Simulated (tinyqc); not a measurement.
What moves the results: recursion (Haydock) method for the local density of states: impurity site of a square lattice. A value that a table varies takes the place of the one given here.

One orbital a site at energy 0, hopping -t to the 4 nearest neighbours of a square lattice; the start u0 is a site in the bulk, with energy V. Recursion: a_n = <u_n|H|u_n>, b_(n+1) u_(n+1) = (H - a_n) u_n - b_n u_(n-1), b > 0. G(z) = 1/(z - a0 - b1^2/(z - a1 - b2^2/(...))), z = E + i eta. After n levels the tail is b_n^2 T with the square-root terminator T = (z - sqrt(z - 2b) sqrt(z + 2b))/(2 b^2), b = 2t so that the band edges lie at -/+ 4t.

Reference: the closed form for a chain (bulk 1/sqrt(z^2 - 4t^2), end site (z - sqrt(z^2 - 4t^2))/(2t^2)), averaged over 400 points (j + 1/2) pi/400 in each remaining direction with z shifted by 2t cos k, then G/(1 - V G).

Values chosen for the exercise: t = 0.98 eV (hopping); V = 5.4 eV (shift of the starting site); eta = 0.049 eV (broadening); n = 4 (levels kept); E = -0.74 eV (energy).

## How many levels, and whether to terminate

Energies as fractions of the half width 4t.

Density (1/eV):
```
fraction,E (eV),2 levels,4 levels,7 levels,"7, no terminator",reference
-1.10,-4.312,0.0004,0.0004,0.0004,0.0004,0.0004
-0.90,-3.528,0.0082,0.0074,0.0074,0.0063,0.0076
-0.60,-2.352,0.0101,0.0113,0.0107,0.0030,0.0109
-0.35,-1.372,0.0118,0.0116,0.0125,0.0054,0.0123
-0.15,-0.588,0.0139,0.0125,0.0119,0.0019,0.0124
0.00,0.000,0.0161,0.0146,0.0136,0.0017,0.0112
0.15,0.588,0.0189,0.0185,0.0191,0.0134,0.0202
0.35,1.372,0.0237,0.0261,0.0270,0.0031,0.0263
0.60,2.352,0.0309,0.0318,0.0309,0.2852,0.0311
0.90,3.528,0.0300,0.0283,0.0280,0.1372,0.0281
1.10,4.312,0.0049,0.0049,0.0049,0.0048,0.0049
```

Largest errors against the reference: 0.0049 (2 levels), 0.0034 (4), 0.0024 (7) and 0.254 without terminator, which leaves seven broadened spikes in place of a band. With seven levels the error is largest at E = 0.00 eV, at or next to a van Hove point of the lattice, which makes the b_n oscillate and converges last.

## Bound state above the band

A level solves G0(E) = 1/V for E above the band, G0 being the fraction for V = 0 with m levels and terminator; a dash: none.

Level (eV):
```
V/t,V (eV),3 levels,7 levels
0.5,0.490,-,-
1.0,0.980,-,-
2.0,1.960,3.9615,3.9749
3.0,2.940,4.3194,4.3238
3.5,3.430,4.6076,4.6096
4.0,3.920,4.9440,4.9450
4.5,4.410,5.3147,5.3151
6.0,5.880,6.5493,6.5494
8.0,7.840,8.3372,8.3372
```

threshold V/t with 7 levels = 1.272

In two dimensions G0 diverges logarithmically and any V binds, but a fraction with a square-root tail has a finite edge value and sets a false threshold, V/t = 1.27 with 7 levels; well above it the levels are sound. At V = 8t three and seven levels give 8.3372 and 8.3372 eV.

## What each setting does

G at z = E + i eta with n levels and terminator. Each row changes one parameter from the base and keeps the others.

Results:
```
case,Re G (1/eV),density (1/eV)
base,-0.1543,0.0122
t = 1.078 eV,-0.1526,0.0131
V = 5.9 eV,-0.1439,0.0105
n = 5,-0.1534,0.0120
E = -0.54 eV,-0.1590,0.0126
eta = 0.098 eV,-0.1540,0.0125
```

The largest shifts from the base row, up to three for each result and ties (the steps differ in size, so this ranks the rows, not the parameters). Re G (1/eV): V +0.0105, E -0.0047, t +0.0017. density (1/eV): V -0.0017, t +0.0009, E +0.0004.

(tinyqc, `OMP_NUM_THREADS=1 python tinyqc.py 1451983 1451984 out.jsonl`, Intel(R) Xeon(R) Processor @ 2.30GHz, 1 thread, shared host, about 0.01 s.)
